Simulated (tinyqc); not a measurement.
Rapid thermal processing of a wafer: radiative balance, ramp and cooling, pattern effects, pyrometer error and spike budget: one step, computed by the program tinyqc. Command: `OMP_NUM_THREADS=1 python tinyqc.py 3110637 3110638 out.jsonl rtp walk`. One thread of a shared host (Intel(R) Xeon(R) Processor @ 2.30GHz), about 0.05 s of CPU time with the checks.

The wafer is opaque and uniform through its thickness unless said otherwise; temperatures in formulas are in kelvin (C + 273.15). sigma = 5.670374419e-12 W/(cm^2 K^4).

Task: Pyrometer error. Signal proportional to eps/(exp(c2/(lambda T)) - 1), c2 = h c/k_B. If the assumed emissivity is too high by the given error, the reading T' solves (1 + error)/(exp(c2/(lambda T')) - 1) = 1/(exp(c2/(lambda T)) - 1). Wien estimate: T' - T = -lambda T^2 ln(1 + error)/c2. Process rates go as exp(-E_a/(k_B T)).

Inputs (values chosen for the exercise, modelled on a hot silicon wafer):
```
quantity                              value        unit
process temperature                    1100           C
starting temperature                    400           C
pyrometer wavelength                    2.3  micrometre
error of the assumed emissivity         8.7           %
activation energy of the process E_a    2.7          eV
```

Constants: h = 6.62607015e-34 J s; c = 299792458 m/s; k_B = 1.380649e-23 J/K; k_B = 8.617333262e-05 eV/K.

Give: c2; c2/(lambda T); reading less true temperature; Wien estimate; rate at T over rate at T', less 1.

Result:

c2 = 14388 micrometre K

c2/(lambda T) = 4.556

reading less true temperature = -24.45 K

Wien estimate = -25.14 K

rate at T over rate at T', less 1 = 51.23 %

Caution: below about 600 C lightly doped silicon is partly transparent at this wavelength, so its emissivity is not yet the hot value early in the ramp.
